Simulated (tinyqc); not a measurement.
Conductivity against temperature: Debye-Callaway model of lattice thermal conductivity. Computed by tinyqc, a small Python program. Command: `OMP_NUM_THREADS=1 python tinyqc.py 3004596 3004597 out.jsonl callaway walk`. One thread of a shared host (Intel(R) Xeon(R) Processor @ 2.30GHz), about 0.01 s of CPU time with the checks.

Three acoustic branches with one velocity v, cut at omega_D = k_B Theta/hbar; x = hbar omega/(k_B T). v and Theta are separate inputs: Theta cuts off the heat-carrying modes, so C need not reach 3 k_B/V. gamma is an effective value that sets the umklapp rate. Heat flows along the wire.

Inputs (values chosen for the exercise, modelled on aluminium nitride):
```
quantity                               value        unit
sound velocity v                        6890         m/s
Debye temperature Theta                  915           K
volume per atom V                       10.4  angstrom^3
mean atomic mass M                      20.5           u
effective Grueneisen parameter gamma    2.45           -
umklapp exponent divisor b                 2           -
vacancy fraction n_v                  0.0006           -
wire diameter D                          2.1  micrometre
specularity p                              0           -
```

Sample: wire. Point defects: vacancies. Normal processes: left out.

Constants: k_B = 1.380649e-23 J/K; hbar = 1.054571817e-34 J s; u = 1.6605390666e-27 kg.

Method:
- A vacancy counts as a mass defect Delta M/M = -3 (the missing mass and twice its bonds), so Gamma = 9 n_v. A = V Gamma/(4 pi v^3).
- Rates: point defects A omega^4; umklapp B omega^2 T exp(-Theta/(b T)) with B = hbar gamma^2/(M v^2 Theta). Boundaries: v/Lambda_B with Lambda_B = D (1 + p)/(1 - p).
- kappa_1 = c int tau_C g dx, g = x^4 e^x/(e^x - 1)^2, c = (k_B/(2 pi^2 v)) (k_B T/hbar)^3, over 0 < x < min(Theta/T, 40), by 96 Gauss-Legendre points in s with x = x_max s^2; tau_C = tau_R, the inverse of the summed rates, and kappa = kappa_1.
- The boundary limit is C v^2/(3 x boundary rate), with C = 3 c int g dx / v^2.

Rayleigh coefficient A = 1.36634e-44 s^3

Kappa (W/(m K)):
```
T (K)  all processes  without point defects  boundary limit
9.2           1.3867                 1.4044          1.4044
18            9.3209                 10.518          10.518
32            36.274                 59.098          59.098
55            90.475                 299.23          299.99
92            156.39                 1080.2          1365.1
160           190.83                 904.29          5167.9
270           145.04                 354.31           10614
460           84.294                 136.54           14663
730           49.643                 65.668           16411
1200          27.997                 32.742           17225
```

kappa peaks among these rows at 160 K (T/Theta = 0.175) with 191 W/(m K). The exponent d ln kappa/d ln T is 2.84 at the cold end, the T^3 law of boundary scattering, and -1.15 at the hot end, near the 1/T law of umklapp scattering, which rules there. Point defects cost most at 92 K, a factor 6.91.

Extremes, crossings and ranges named in words are read from the listed rows.
